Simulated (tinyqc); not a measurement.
The internal displacement: deformation potentials from a strained empirical pseudopotential.

Diamond lattice, no spin-orbit coupling. Atomic form factor V(q) = a1 (q^2 - a2)/(a3 exp(a4 q^2) - 1) in rydberg with q in 1/bohr, for the unstrained cell. Under a strain e the reciprocal vectors and k go over into (1 + e)^(-1) G, the atoms sit at +/- tau with tau = (1 + e) a (1,1,1)/8 - zeta a (eyz, ezx, exy)/4, and H(G,G') = c |k + G|^2 delta + (V(q)/det(1 + e)) cos(q.tau), q = G - G', with the term q = 0 left out; c = hbar^2/2m0. The basis is fixed before straining: all G with |k + G|^2 up to 16 (2 pi/a)^2. k is given in units of 2 pi/a of the unstrained cell.

Constants: hbar^2/2m0 = 3.80998211 eV angstrom^2; Ry = 13.60569312 eV; a0 (Bohr radius) = 0.5291772105 angstrom.

Parameters, chosen for this exercise (out of a larger set: a germanium-sized cell with gaps well above those of Ge; not measured data): a = 5.656 angstrom (lattice constant); A = (0.399, 2.403, 2.061, 0.452) (a1 (Ry bohr^2), a2 (1/bohr^2), a3, a4 (bohr^2)); h = 0.002 (size of the test strain).

Xu of L (level 5, the lowest empty one) and d from exy = eyz = ezx = h for several zeta: Xu = [E(L [111]) - E(L [1-1-1])]/((8/3) h), d = (single valence level - pair)/(3 sqrt(3) h). zeta = 0 strains the bonds with the lattice; zeta = 1 keeps all four bond lengths equal to first order.

Results:

| zeta | Xu (L) (eV) | d (eV) |
|---|---|---|
| 0.00 | 9.13 | 1.80 |
| 0.25 | 10.26 | -0.58 |
| 0.50 | 11.40 | -2.95 |
| 0.60 | 11.85 | -3.91 |
| 1.00 | 13.69 | -7.71 |

Give the missing row, zeta = 0.75.

Computed row:
```
zeta  Xu (L) (eV)  d (eV)
0.75        12.54   -5.33
```

From zeta = 0 to 1, d goes from 1.80 to -7.71 eV and Xu (L) from 9.13 to 13.69 eV, both nearly linearly: the displacement is an optical-phonon mode, and d = d(0) - zeta d0/4 gives its deformation potential d0 = 38 eV. Leaving the relaxation out (zeta = 0 for 0.5) moves d by +4.76 eV, which reverses its sign, and Xu (L) by -2.27 eV. Tetragonal strain has no such freedom.

Program tinyqc; command `OMP_NUM_THREADS=1 python tinyqc.py 1880379 1880380 out.jsonl`; about 0.2 s on one thread of a shared Intel(R) Xeon(R) Processor @ 2.30GHz.
